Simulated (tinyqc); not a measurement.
Inside a calculation. Method: tight binding, honeycomb lattice. One step of it, computed by the program tinyqc.

Question. Levels at k. Diagonalise the Hermitian matrix.

H(k) at k (eV), order A, B:
```
[[0.489008, -1.987309-1.352681i],
 [-1.987309+1.352681i, -0.611892]]
```

Give: eigenvalues; weights |c|^2 of the basis functions.

Answer.

eigenvalues (eV): [-2.528, 2.405]

weights |c|^2 of the basis functions, order A, B:
```
[[0.388, 0.612],
 [0.612, 0.388]]
```
